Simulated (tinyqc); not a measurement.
## Planar ballistic transistor, top-of-the-barrier model: effect of the temperature

At the top of the source barrier, states moving towards the drain are filled by the source (Fermi level 0) and states moving back by the drain (Fermi level -q Vd); nothing scatters. U is the shift of the band edge there, set by the capacitances CG, CD and CS (the total) and by the charge. Parabolic two-dimensional band; the source is grounded.

N0 = gv m kB T/(pi hbar^2), CG = eps0 eox/tox, vT = sqrt(2 kB T/(pi m)), CS = CG/aG, n0 = n at U = 0 and Vd = 0. eta1 = -(E0 + U)/Vt, eta2 = eta1 - Vd/Vt, n = (N0/2)[F_0(eta1) + F_0(eta2)], F_0(x) = ln(1 + exp x). U = UL + q (n - n0)/CS with UL = -(aG Vg + aD Vd), energies in eV. I = q (N0/2) vT [F_(1/2)(eta1) - F_(1/2)(eta2)] per width, F_(1/2)(x) = (2/sqrt(pi)) int_0^infinity u^(1/2)/(1 + exp(u - x)) du. CQ = (q/Vt) dn/d(eta1). E0 is held fixed.

Values chosen for this exercise; mass and valleys close to those of gallium arsenide:
```
symbol   value  unit                                                                 meaning
m       0.0684    m0                                                          effective mass
gv           1                                                             valley degeneracy
eox          9                                   relative permittivity of the gate insulator
tox        3.8    nm                                                     insulator thickness
aG        0.93                                                            gate control CG/CS
aD       0.068                                                           drain control CD/CS
E0        0.38    eV  band edge at the barrier top above the source Fermi level at zero bias
Vg         0.6     V                                                            gate voltage
Vd         0.6     V                                                           drain voltage
```

Constants: q = 1.602176634e-19 C, kB = 1.380649e-23 J/K, hbar = 1.054571817e-34 J s, m0 = 9.1093837015e-31 kg, Vt = kB T/q, eps0 = 8.8541878128e-14 F/cm where lengths are in cm. Results are converted to the units shown.

Effect of the temperature:
```
T (K),eta1,n (cm^-2),I (uA/um),mean velocity I/(q n) (cm/s),CQ/CS
50,25.20,1.551e12,789.8,3.178e7,1.015
77,16.36,1.551e12,791.9,3.186e7,1.015
120,10.50,1.551e12,797.1,3.207e7,1.015
180,7.000,1.551e12,808.4,3.253e7,1.014
240,5.247,1.552e12,824.4,3.315e7,1.010
300,4.193,1.554e12,844.6,3.392e7,1.000
360,3.485,1.558e12,868.5,3.480e7,0.9849
420,2.975,1.564e12,895.6,3.574e7,0.9658
```

As T goes from 50 to 420 K, n rises from 1.55e12 to 1.56e12 cm^-2, the mean velocity rises from 3.18e7 to 3.57e7 cm/s and the current rises from 790 to 896 uA/um. CQ/CS goes from 1.0 to 0.97.

Numbers from tinyqc (`OMP_NUM_THREADS=1 python tinyqc.py 2400120 2400121 out.jsonl`; about 0.01 s on one thread of a shared Intel Xeon 2.30GHz).
